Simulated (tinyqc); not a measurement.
# Floating body of a partially depleted SOI transistor: body voltage and kink: effects of single changes

Source at 0 V. Channel current Ic = 2 nf K Vt^2 [F(0) - F(Vd)](1 + la Vd), F(V) = ln^2(1 + exp((Vg - VT - nf V)/(2 nf Vt))), VT = VT0 - gb Vb. Saturation voltage Vs = 2 Vt sqrt(F(0)) + 3 Vt, excess Ve = (Vd - Vs + sqrt((Vd - Vs)^2 + 0.0004 V^2))/2, multiplication M1 = Ai Ve exp(-Bl/Ve). Each junction passes D(v) = J1 (exp(v/Vt) - 1) + J2 (exp(v/(2 Vt)) - 1). Bipolar current Ib = bb J1 (exp(Vb/Vt) - 1). The body settles where M1 (Ic + Ib) = D(Vb) + D(Vb - Vd) + Vb/Rb; drain current Id = (1 + M1)(Ic + Ib) - D(Vb - Vd).

Values chosen for this exercise; values of the order met in partially depleted silicon-on-insulator transistors:
```
symbol    value         unit                                                                                            meaning
T           330            K                                                                                        temperature
VT0        0.45            V                                                                     threshold at zero body voltage
gb         0.32                                                                  fall of the threshold per volt of body voltage
nf         1.29                                                                                                    slope factor
K           240  uA/(V^2 um)                                                                              gain factor per width
la         0.03          1/V                                                                   channel-length modulation factor
Ai         3.51          1/V                                                                        impact-ionisation prefactor
Bl          6.1            V                                                                          impact-ionisation voltage
J1      7.5e-11        uA/um                                                      diffusion saturation current of each junction
J2       8.2e-8        uA/um                                                  recombination saturation current of each junction
bb            3                                                 gain of the lateral bipolar transistor on the diffusion current
Rb          1e9      kohm um  resistance of a weak body tie to the source (1e9 stands for no tie, and the term is then dropped)
Vg          0.5            V                                                                                       gate voltage
Vd          2.3            V                                                                                      drain voltage
```

Constants: q = 1.602176634e-19 C, kB = 1.380649e-23 J/K, Vt = kB T/q. Results are converted to the units shown.

Each table varies one quantity; the others keep the values above.

## Output curve and kink

Rows with more than one solution for Vb (latch) are left out; dId/dVd by a forward difference over 1e-4 V, swing = 1e-4 V over the change of log10 Id; M1 under 1e-12 is printed as 0.

Output curve and kink:

| Vd (V) | Vb (V) | M1 | Id, floating (uA/um) | Id, grounded (uA/um) | ratio | dId/dVd, floating (uS/um) | dId/dVd, grounded (uS/um) |
|---|---|---|---|---|---|---|---|
| 0.8 | 0.3921 | 4.872e-5 | 3.152 | 0.6103 | 5.164 | 7.643 | 0.01982 |
| 1 | 0.4963 | 7.704e-4 | 4.357 | 0.6152 | 7.083 | 4.922 | 0.03166 |
| 1.2 | 0.5567 | 0.004835 | 5.255 | 0.6243 | 8.417 | 4.318 | 0.06290 |
| 1.4 | 0.5985 | 0.01749 | 6.197 | 0.6418 | 9.654 | 5.426 | 0.1167 |
| 1.6 | 0.6308 | 0.04515 | 7.596 | 0.6723 | 11.30 | 9.166 | 0.1903 |
| 1.8 | 0.6590 | 0.09358 | 10.27 | 0.7189 | 14.28 | 19.31 | 0.2785 |
| 2 | 0.6879 | 0.1667 | 16.92 | 0.7842 | 21.58 | 56.42 | 0.3758 |
| 2.2 | 0.7294 | 0.2654 | 49.38 | 0.8696 | 56.79 | 451.4 | 0.4780 |

What does the comparison show?

Vb rises from 0.392 to 0.729 V and the ratio of the currents rises from 5.16 to 56.8. The output conductance with a floating body exceeds the grounded value by the largest factor among the rows, 944, at Vd = 2.2 V, where Vb = 0.729 V and M1 = 0.265.

## Transfer curve and swing

Same model as above.

Result of one run:

| Vg (V) | Vb (V) | M1 | Id, floating (uA/um) | Id, grounded (uA/um) | ratio | swing, floating (mV/decade) | swing, grounded (mV/decade) |
|---|---|---|---|---|---|---|---|
| 0.7 | 0.7453 | 0.2324 | 96.13 | 8.523 | 11.28 | -5496 | 316.1 |

What becomes of these results when the gate voltage Vg is changed from 0.7 to 0.8 V, all else the same?

Result of the changed run:

| Vg (V) | Vb (V) | M1 | Id, floating (uA/um) | Id, grounded (uA/um) | ratio | swing, floating (mV/decade) | swing, grounded (mV/decade) |
|---|---|---|---|---|---|---|---|
| 0.8 | 0.7411 | 0.1928 | 96.69 | 15.83 | 6.106 | 5800 | 435.9 |

The whole series:

| Vg (V) | Vb (V) | M1 | Id, floating (uA/um) | Id, grounded (uA/um) | ratio | swing, floating (mV/decade) | swing, grounded (mV/decade) |
|---|---|---|---|---|---|---|---|
| 0.4 | 1.011 | 0.3333 | 8.330e5 | 0.1324 | 6.294e6 | -20.96 | 103.6 |
| 0.5 | 0.7832 | 0.3196 | 283.6 | 0.9200 | 308.3 | -98.81 | 141.2 |
| 0.6 | 0.7534 | 0.2758 | 111.6 | 3.510 | 31.78 | -723.8 | 213.7 |
| 0.7 | 0.7453 | 0.2324 | 96.13 | 8.523 | 11.28 | -5496 | 316.1 |
| 0.8 | 0.7411 | 0.1928 | 96.69 | 15.83 | 6.106 | 5800 | 435.9 |

Vb falls from 1.01 to 0.741 V. The smallest swing among the rows is -5500 mV a decade with a floating body (at Vg = 0.7 V) and 104 with a grounded one; Vt ln 10 = 65.5. The floating swing is smaller by more than 3 % for Vg = 0.4, 0.5, 0.6, 0.7 V, where the rising Vb lowers the threshold as Vg rises. In the first row the floating body raises the current by a factor of 6.29e6.

Range of the model: The multiplication law is an empirical form chosen for the exercise; self-heating and capacitive coupling to the body are left out, and the linear laws are rough once Vb passes about 0.7 V or M1 about 0.1.

tinyqc, about 0.2 s, one thread, Intel Xeon 2.30GHz (shared host): `OMP_NUM_THREADS=1 python tinyqc.py 2182051 2182052 out.jsonl`
